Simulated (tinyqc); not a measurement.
# Inputs raised by 10 %, one at a time

Model: thermodynamics of metal silicides: hull, first phase, silicon consumed, nucleation and stability against SiO2. Computed by tinyqc, a small Python program. Command: `OMP_NUM_THREADS=1 python tinyqc.py 3009776 3009777 out.jsonl silphase sens`. One thread of a shared host (Intel(R) Xeon(R) Processor @ 2.30GHz), about 0.01 s of CPU time with the checks.

Entropies of formation of the solids are neglected, so heats stand for free energies. Si fractions: M2Si 0.3333, MSi 0.5000, MSi2 0.6667.

Inputs (values chosen for the exercise, of the order of those of nickel silicides for heats and volumes only):
```
quantity,value,unit
heat of formation of M2Si,-45.8,kJ/mol atoms
heat of formation of MSi,-43.4,kJ/mol atoms
heat of formation of MSi2,-31.8,kJ/mol atoms
molar volume of M,6.59,cm^3/mol
molar volume of Si,12.06,cm^3/mol
Si fraction x_e at the lowest liquidus,0.6,-
metal thickness t,37,nm
change of interface energy gamma,0.38,J/m^2
temperature T,825,K
```

Phases: M2Si, MSi, MSi2.

volumes of the three phases per mole of M (cm^3/mol): [9.9, 14.9, 23.9]

resistivities of the three phases (microohm cm): [55, 25, 26]

Constants: e = 1.602176634e-19 C; k_B = 8.617333262e-05 eV/K.

Method:
- Effective heat of formation: at the interface the mixture has the Si fraction x_e; the limiting element scales the heat, H_eff = H x_e/x if x_e < x, H (1 - x_e)/(1 - x) otherwise. The rule names the most negative as the first phase; its restriction to congruently melting phases is left out here.
- Per phase M_a Si_b, for ample silicon (not limited to t_Si): silicide thickness = t V/V_M; silicon consumed = t (b/a) V_Si/V_M; net volume change = V/(V_M + (b/a) V_Si) - 1; the top surface lies (silicide thickness - silicon consumed) above the old interface; sheet resistance = resistivity/thickness.
- Where free silicon remains, MSi + Si -> MSi2 gains dH = 3 H(MSi2) - 2 H(MSi) per mole of M; per volume dG = |dH|/V(MSi2); r* = 2 gamma/dG, W* = 16 pi gamma^3/(3 dG^2). For comparison the same with MSi forming from the elements, 2 |H(MSi)|/V(MSi).

Runs:
```
input moved,from,to,most negative H_eff (kJ/mol atoms),barrier W* (eV),silicon consumed by MSi (nm),sheet resistance of MSi (ohm)
base run,-,-,-34.720,44.32,67.71,2.988
heat of formation of M2Si (kJ/mol atoms),-45.8,-50.38,-34.720,44.32,67.71,2.988
heat of formation of MSi2 (kJ/mol atoms),-31.8,-34.98,-34.720,9.96,67.71,2.988
Si fraction x_e at the lowest liquidus,0.6,0.66,-31.482,44.32,67.71,2.988
metal thickness t (nm),37,40.7,-34.720,44.32,74.48,2.717
change of interface energy gamma (J/m^2),0.38,0.418,-34.720,58.99,67.71,2.988
molar volume of M (cm^3/mol),6.59,7.249,-34.720,44.32,61.56,3.287
```

Exponents ln(y'/y) / ln(x'/x):
```
input,most negative H_eff,barrier W*,silicon consumed by MSi,sheet resistance of MSi
heat of formation of M2Si,0.000,0.000,0,0
heat of formation of MSi2,0.000,-15.662,0,0
Si fraction x_e at the lowest liquidus,-1.027,0.000,0,0
metal thickness t,0.000,0.000,1,-1
change of interface energy gamma,0.000,3.000,0,0
molar volume of M,0.000,0.000,-1,1
```

Among the inputs moved here: most negative H_eff answers most in size to Si fraction x_e at the lowest liquidus (exponent -1.027); its exponent is below 0.0005 for heat of formation of M2Si, heat of formation of MSi2, metal thickness t, change of interface energy gamma, molar volume of M. barrier W* answers most in size to heat of formation of MSi2 (exponent -15.662), next to change of interface energy gamma (+3.000); its exponent is below 0.0005 for heat of formation of M2Si, Si fraction x_e at the lowest liquidus, metal thickness t, molar volume of M. Its exponent +3.000 in change of interface energy gamma: classical nucleation. Silicon consumed by MSi answers most in size to metal thickness t (exponent +1.000), and about equally to molar volume of M (-1.000); its exponent is below 0.0005 for heat of formation of M2Si, heat of formation of MSi2, Si fraction x_e at the lowest liquidus, change of interface energy gamma. Sheet resistance of MSi answers most in size to metal thickness t (exponent -1.000), and about equally to molar volume of M (+1.000); its exponent is below 0.0005 for heat of formation of M2Si, heat of formation of MSi2, Si fraction x_e at the lowest liquidus, change of interface energy gamma. Its exponent -1.000 in metal thickness t: resistivity over thickness.

Extremes, crossings and ranges named in words are read from the listed rows.
